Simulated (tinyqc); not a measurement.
Tunnelling through a two-layer gate stack, WKB transmission and Tsu-Esaki current: one step of the calculation.

Electrons leave the emitter at x = 0. Energies E (motion across the layers) are in eV from the emitter Fermi level; the collector Fermi level lies at -V and offers states at every E. No charge in the dielectric and no image force: F1 = V/(t1 + t2 eps1/eps2), F2 = F1 eps1/eps2; U = phi1 - F1 x in layer 1 and phi2 - F1 t1 - F2 (x - t1) in layer 2. With C = hbar^2/(2 m0), kappa = sqrt(m (U - E)/C) where U > E and 0 elsewhere; T(E) = exp(-S), S = 2 times the integral of kappa over x.

Problem. Fields and band edges. F1 = V/(t1 + t2 eps1/eps2), F2 = F1 eps1/eps2; U = phi1 - F1 x in layer 1 and phi2 - F1 t1 - F2 (x - t1) in layer 2. EOT = 3.9 (t1/eps1 + t2/eps2).

Inputs (values chosen for the exercise); layer 1 close to silicon dioxide, layer 2 close to hafnium oxide: barrier of layer 1 above the emitter Fermi level at zero bias phi1 = 3.03 eV; tunnelling mass of layer 1 m1 = 0.48 m0; thickness of layer 1 t1 = 0.7 nm; relative permittivity of layer 1 eps1 = 3.8; barrier of layer 2 at zero bias phi2 = 1.46 eV; tunnelling mass of layer 2 m2 = 0.19 m0; thickness of layer 2 t2 = 2.9 nm; relative permittivity of layer 2 eps2 = 22.5; voltage across the dielectric V = 1.5 V.

Give: F1; F2; U at the end of layer 1; U at the start of layer 2; U at the end of layer 2; EOT.

Solution.

F1 = 12.607 MV/cm
F2 = 2.1292 MV/cm
U at the end of layer 1 = 2.1475 eV
U at the start of layer 2 = 0.57748 eV
U at the end of layer 2 = -0.040000 eV
EOT = 1.2211 nm

Program tinyqc, `OMP_NUM_THREADS=1 python tinyqc.py 2540043 2540044 out.jsonl`; Intel Xeon 2.30GHz, shared host, one thread, about 0.04 s.
